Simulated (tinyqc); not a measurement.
What moves the results: sp3s* tight binding. A value that a table varies takes the place of the one given here.

sp3s* tight binding, nearest neighbours only: anion (a) at 0, cation (c) at a/4 (1,1,1), orbitals s, px, py, pz, s* on each; k in units of 2 pi/a. With phases e_j = exp(i (pi/2) k.n_j) for n = (1,1,1), (1,-1,-1), (-1,1,-1), (-1,-1,1): g0 = (e1+e2+e3+e4)/4, g1 = (e1+e2-e3-e4)/4, g2 = (e1-e2+e3-e4)/4, g3 = (e1-e2-e3+e4)/4. The diagonal holds the levels Esa, Epa, Exa (s*) and Esc, Epc, Exc. Anion-cation block: <sa|sc> = Vss g0; <sa|xc> = Vsapc g1; <xa|sc> = -Vscpa g1; <xa|xc> = Vxx g0; <xa|yc> = <ya|xc> = Vxy g3, <xa|zc> = <za|xc> = Vxy g2, <ya|zc> = <za|yc> = Vxy g1; <s*a|xc> = Vxapc g1; <xa|s*c> = -Vpaxc g1; y and z take g2 and g3 in place of g1; s-s* and s*-s* vanish.

Parameters, chosen for this exercise (near a published set for Ge, fitted to gaps, whose masses and valley positions are rough; shifted at random, so the results belong to these values and not to a real crystal):
```
symbol  value   unit  meaning
Esa     -5.853  eV    s level of the anion
Epa     1.606   eV    p level of the anion
Esc     -5.853  eV    s level of the cation
Epc     1.606   eV    p level of the cation
Exa     6.342   eV    s* level of the anion
Exc     6.342   eV    s* level of the cation
Vss     -6.732  eV    s-s
Vxx     1.612   eV    px-px
Vxy     4.911   eV    px-py
Vsapc   5.488   eV    s anion, p cation
Vscpa   5.488   eV    s cation, p anion
Vxapc   5.223   eV    s* anion, p cation
Vpaxc   5.223   eV    p anion, s* cation
eta     2             scaling exponent
D001    0.76          ratio -ezz/exx
```

## What the s* orbital does

The s* couplings Vxapc and Vpaxc are scaled by f; f = 0 is the plain sp3 model. Gaps from the top of the valence band at Gamma; the Delta value is the minimum on (x,0,0), 0.5 <= x <= 1.

Gaps (eV):
```
f,Gamma,Delta,L,x of the minimum
0.00,0.8850,3.6508,2.2658,0.500
0.25,0.8850,3.4759,2.1172,0.500
0.50,0.8850,2.8362,1.7434,0.668
0.75,0.8850,1.8294,1.2676,0.786
0.90,0.8850,1.2059,0.9703,0.803
1.00,0.8850,0.7924,0.7746,0.807
1.10,0.8850,0.3826,0.5835,0.808
```

The gap at Gamma stays, since g1 to g3 vanish there. From f = 0 to 1 the s* levels lower the Delta value by 2.858 eV and L by 1.491 eV. For f = 0 and 0.25 the least value lies at x = 0.5, the end of the range: any valley further out lies above that value until s* has lowered it enough. The lowest of the three is Gamma at f = 0 and L at f = 1.

## Hydrostatic strain (sp3s* tight binding, strained)

Strain e moves each bond vector to d = (1 + e) d0 (no internal displacement for the diagonal strains used here) and k is given in fractions of the strained reciprocal cell, so the phases stay. Two-centre values Vss_sigma = Vss/4, Vsp_sigma = sqrt3 V/4 for each s-p and s*-p pair, Vpp_sigma = (Vxx + 2 Vxy)/4, Vpp_pi = (Vxx - Vxy)/4 are scaled by (d0/d)^eta and combined with the new direction cosines; the levels on the diagonal stay.

exx = eyy = ezz = e. Gaps as measured from the top of the valence band; the deformation potentials are (gap(0.01) - gap(-0.01))/0.06.

Gaps (eV):
```
e,Gamma,Delta,L,x of the minimum
-0.03,1.4091,0.8096,1.0379,0.790
-0.02,1.2290,0.8040,0.9468,0.796
-0.01,1.0544,0.7983,0.8591,0.801
0.00,0.8850,0.7924,0.7746,0.807
0.01,0.7206,0.7864,0.6932,0.812
0.02,0.5610,0.7803,0.6149,0.818
0.03,0.4060,0.7741,0.5397,0.824
```

gap deformation potentials (eV): Gamma -5.564, Delta -0.197, L -2.764

Per unit of volume strain the gaps move by -5.56 (Gamma), -0.20 (Delta) and -2.76 eV (L). The lowest valley changes from the Delta line to L between e = -0.01 and 0 and from L to Gamma between e = 0.01 and 0.02. These potentials follow from the one exponent eta, which fitted models replace by one for each integral; with it the sizes are rough, the sign for Delta can be wrong (in Si, Ge and the III-V crystals measured values are small and positive), and the pressures at which valleys cross, and which valley takes over, are rough too. A gap of zero, where one is listed, marks an s level that has sunk below the valence top.

## Biaxial strain splits the top of the valence band (sp3s* tight binding, strained)

No spin-orbit coupling; k = 0; exx = eyy = e, ezz = -D001 e. The four bonds keep equal lengths, and the sums over them give Vxx(e) for px and py and Vzz(e) for pz; each level is the lower root of [[Epa, V], [V, Epc]], and the s level the upper root of the s block. The shear potential b follows from E(x,y) - E(z) = 3 b (exx - ezz), taken as the slope between e = -0.005 and 0.005.

Couplings and levels at Gamma (eV):
```
e,ezz,Vxx(e),Vzz(e),"E(x,y)",E(z),"E(x,y) - E(z) (meV)",upper s level
-0.020,0.0152,1.5197,1.8761,0.0863,-0.2701,356.3,0.9898
-0.010,0.0076,1.5668,1.7423,0.0392,-0.1363,175.5,0.9345
-0.005,0.0038,1.5896,1.6767,0.0164,-0.0707,87.1,0.9068
0.005,-0.0038,1.6339,1.5481,-0.0279,0.0579,-85.8,0.8511
0.010,-0.0076,1.6554,1.4852,-0.0494,0.1208,-170.2,0.8232
0.020,-0.0152,1.6970,1.3618,-0.0910,0.2442,-335.2,0.7673
```

b = -3.274 eV

Under tension in the plane (e > 0) the bonds tilt towards the plane, Vxx grows to 1.6554 and Vzz falls to 1.4852 eV at e = 0.01, and the pz state forms the top of the valence band, by 170.2 meV; under compression (e = -0.01) the px, py pair does, by 175.5 meV. The slope gives b = -3.27 eV, a rough value, since on-site strain terms are left out (measured values lie near -2 eV).

## What each parameter does

Gaps from the top of the valence band at Gamma; Delta is the minimum on (x,0,0), 0.5 <= x <= 1. A change on one sublattice alone makes the two atoms unequal. Each row changes one parameter from the base and keeps the others.

Results:
```
case,Ev (eV),gap Gamma (eV),gap Delta (eV),gap L (eV)
base,-0.0060,0.8850,0.7924,0.7746
Vxapc = 5.023 eV,-0.0060,0.8850,0.8628,0.8099
Vscpa = 5.288 eV,-0.0060,0.8850,0.7325,0.7058
Esc = -5.553 eV,-0.0060,1.0367,0.8160,0.8599
Vxx = 1.912 eV,-0.3060,1.1850,1.1308,1.1143
Exc = 6.542 eV,-0.0060,0.8850,0.8270,0.7912
Epa = 1.906 eV,0.1370,0.7420,0.7120,0.6697
```

The largest shifts from the base row, up to three for each result and ties (the steps differ in size, so this ranks the rows, not the parameters). Ev (eV): Vxx -0.3000, Epa +0.1430; unchanged at the printed digits by Vxapc, Vscpa, Esc and Exc. gap Gamma (eV): Vxx +0.3000, Esc +0.1517, Epa -0.1430; unchanged at the printed digits by Vxapc, Vscpa and Exc. gap Delta (eV): Vxx +0.3384, Epa -0.0804, Vxapc +0.0704. gap L (eV): Vxx +0.3398, Epa -0.1049, Esc +0.0853. Vxapc, Vscpa and Exc cannot move Ev or the gap at Gamma, whose blocks do not hold them; s parameters never move Ev, and move the gap only where the lowest empty level at Gamma is s-like.

Computed by tinyqc, a small Python program: `OMP_NUM_THREADS=1 python tinyqc.py 1481645 1481646 out.jsonl` (the numbers bound the seed that draws the inputs); one thread of a shared host (Intel(R) Xeon(R) Processor @ 2.30GHz), about 0.2 s for the whole set of steps.
